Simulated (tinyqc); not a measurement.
# From one set of inputs to another, one input at a time

Model: hydrogen passivation of interface dangling bonds: competing passivation and dissociation with distributed barriers. Computed by tinyqc, a small Python program. Command: `OMP_NUM_THREADS=1 python tinyqc.py 3023801 3023802 out.jsonl passiv ladder`. One thread of a shared host (Intel(R) Xeon(R) Processor @ 2.30GHz), about 0.1 s of CPU time with the checks.

P_b + H2 gives P_bH + H at the rate k_f [H2]; P_bH gives P_b + H at the rate k_d. All defects start unpassivated. E_f and E_d are Gaussian and independent.

The inputs printed are set A. Inputs not listed in the table keep their values of set A, so the rows need not describe a real material.

Inputs (values chosen for the exercise, close to those used for P_b centres at the silicon-oxide interface): defect density N0 = 7e+11 1/cm^2; passivation prefactor k_f0 = 2e-07 cm^3/s; mean passivation barrier E_f = 1.62 eV; spread sigma_f = 0.043 eV; dissociation prefactor k_d0 = 1.2e+13 1/s; mean dissociation barrier E_d = 2.87 eV; spread sigma_d = 0.044 eV; H2 in the oxide per atm, solubility factor = 3.2e+17 1/(cm^3 atm); hydrogen pressure p = 0.1 atm; anneal temperature T = 625 C; anneal time t = 5200 s; oxide thickness = 23 nm.

Constants: k_B = 8.617333262e-05 eV/K; e = 1.602176634e-19 C; eps_0 = 8.8541878128e-12 F/m.

Method:
- [H2] = solubility factor x p; a = k_f0 [H2] exp(-E_f/(k_B T)), d = k_d0 exp(-E_d/(k_B T)). For one pair of barriers the active share is y = [d + a exp(-(a + d) t)]/(a + d).
- Temperatures in kelvin are T(C) + 273.15.
- Average y over both Gaussians with 40 x 40 Gauss-Hermite points.
- Active density N0 y; threshold shift if each active defect holds one charge, e N0 y t_ox/(3.9 eps_0).
- Minimise the averaged y over T between 150 and 900 C: find where ln y is equal at T - 0.05 and T + 0.05 C; T is rounded to 0.1 C.

Each row keeps all changes above it:
```
input moved                                                                        from             to  active share y  least active share  threshold shift (mV)
set A                                                                                 -              -        0.000249          4.4428e-06                 0.186
spread sigma_f (eV)                                                               0.043          0.057        0.000280          8.7778e-06                 0.209
spread sigma_d (eV)                                                               0.044          0.035        0.000264          8.1054e-06                 0.197
anneal temperature T (C)                                                            625            375        0.032909          8.1054e-06                24.583
dissociation prefactor k_d0 (1/s) and mean dissociation barrier E_d (eV)  1.2e+13, 2.87  3.1e+12, 2.77        0.032909          1.0054e-05                24.583
hydrogen pressure p (atm)                                                           0.1              1        0.000117          3.9318e-07                 0.087
anneal time t (s)                                                                  5200           2200        0.001457          6.1135e-07                 1.088
```

Where does the difference come from?

Active share y goes from 2.49e-4 to 0.00146, a factor 5.86 in all. The largest single move comes from hydrogen pressure p (a factor 0.00354), but it runs against the net change; the largest move in the direction of the net change is anneal temperature T (a factor 125). Least active share goes from 4.44e-6 to 6.11e-7, a factor 0.138 in all. The largest single move comes from hydrogen pressure p (a factor 0.0391), and spread sigma_f works against it (a factor 1.98). Threshold shift goes from 0.186 to 1.09, a factor 5.86 in all. The largest single move comes from hydrogen pressure p (a factor 0.00354), but it runs against the net change; the largest move in the direction of the net change is anneal temperature T (a factor 125). The single moves hold for this order of the switches; the total does not depend on the order.

Caution (rows set A, spread sigma_f, spread sigma_d, hydrogen pressure p, anneal time t): densities below a few 1e9 per cm^2 are formal: other defects set the floor in real interfaces. Caution (all rows): a least active share below 1e-3 is a property of the model; measured passivation levels off well above it. Caution (all rows): atomic hydrogen, which both passivates and depassivates, and further passivation during cooling are left out.

Extremes, crossings and ranges named in words are read from the listed rows.
